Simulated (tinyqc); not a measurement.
Worked calculation: Boltzmann transport in a parabolic band with a power-law relaxation time. Values are carried at full precision from step to step, so a last printed digit may differ when a step is redone from the rounded ones.

F_j(eta) = (1/Gamma(j + 1)) integral_0^infinity x^j dx/(1 + exp(x - eta)), which tends to exp(eta) for eta << 0.

n = N F_1/2(eta) with N = 2 (m kB T/(4 pi c))^(3/2) with c = hbar^2/2m0, in 1/angstrom^3; times 1e24 for 1/cm^3, m = md.

Constants: hbar^2/2m0 = 3.80998211 eV angstrom^2; kB = 8.617333262e-05 eV/K.

Values chosen for the exercise (masses near those of Ge; tau0 is set for a mobility of the usual size at this n, kL is a free input; freeze-out and phonon drag, which matter near 77 K, are left out; not measured data): n = 5.6e+16 1/cm^3 (electron density); md = 0.544 m0 (density-of-states mass); T = 77 K; r = 1.5 (exponent of tau); tau0 = 66 fs (tau at E = kT); mc = 0.1161 m0 (conductivity mass); kL = 20 W/(m K) (lattice thermal conductivity).

## Reduced Fermi level

Solve for eta.

N = 1.309e+18 1/cm^3
eta = -3.1367

## Integrals for r = 1.5 (ionised impurities)

tau = tau0 x^r with x = E/kT. With K_j = Gamma(j + 1) F_j(eta): <tau> = tau0 (r + 3/2) K_(r+1/2)/((3/2) K_(1/2)); mu = <tau>/(mc m0/e), m0/e = 5.685630e-12 kg/C; Hall factor rH = (3/2) K_(1/2) (2r + 3/2) K_(2r+1/2)/((r + 3/2) K_(r+1/2))^2; Seebeck S = -(kB/e) [(r + 5/2) K_(r+3/2)/((r + 3/2) K_(r+1/2)) - eta]; Lorenz number L = (kB/e)^2 [(r + 7/2) K_(r+5/2)/((r + 3/2) K_(r+1/2)) - ((r + 5/2) K_(r+3/2)/((r + 3/2) K_(r+1/2)))^2]; kB/e in V/K. Valley anisotropy is left out of rH.

Evaluate F_j and K_j for j = 1/2, r + 1/2, r + 3/2, r + 5/2 and 2r + 1/2 (each value once).

F_j and K_j:
```
j,F_j,K_j
0.5,0.042772,0.037906
2.0,0.043191,0.086382
3.0,0.043307,0.25984
4.0,0.043365,1.0408
3.5,0.043341,0.50413
```

## Transport coefficients

Form the ratios; u is the mean energy carried, in kT.

<tau>/tau0 = 4.558
rH = 1.921
u = 4.011
S = -615.9 microvolt/K
L = 2.966 1e-8 W ohm/K^2

The non-degenerate limits are rH = 1.933, u = r + 5/2 = 4 and L = (r + 5/2)(kB/e)^2 = 2.970; the degenerate ones are rH = 1 and L = 2.443.

## Mobility, conductivity and figure of merit

mu = <tau>/(mc m0/e) with m0/e = 5.685630e-12 kg/C; sigma = e n mu, e = 1.602176634e-19 C; Hall mobility rH mu; power factor S^2 sigma; ZT = S^2 sigma T/(kL + L sigma T), all in SI units.

mu = 4.56e+03 cm^2/(V s)
Hall mobility = 8.75e+03 cm^2/(V s)
sigma = 40.9 S/cm
power factor = 1.55 mW/(m K^2)
electronic thermal conductivity = 0.00934 W/(m K)
ZT = 0.0060

A Hall measurement read with rH = 1 would give a density of 2.92e+16 1/cm^3. Electrons carry 0.047 % of the heat.

## Checks

- Seebeck coefficient against direct integration over -df/dE (microvolt/K): both -615.9.

Program tinyqc; command `OMP_NUM_THREADS=1 python tinyqc.py 1681744 1681745 out.jsonl`; about 0.01 s on one thread of a shared Intel(R) Xeon(R) Processor @ 2.30GHz.
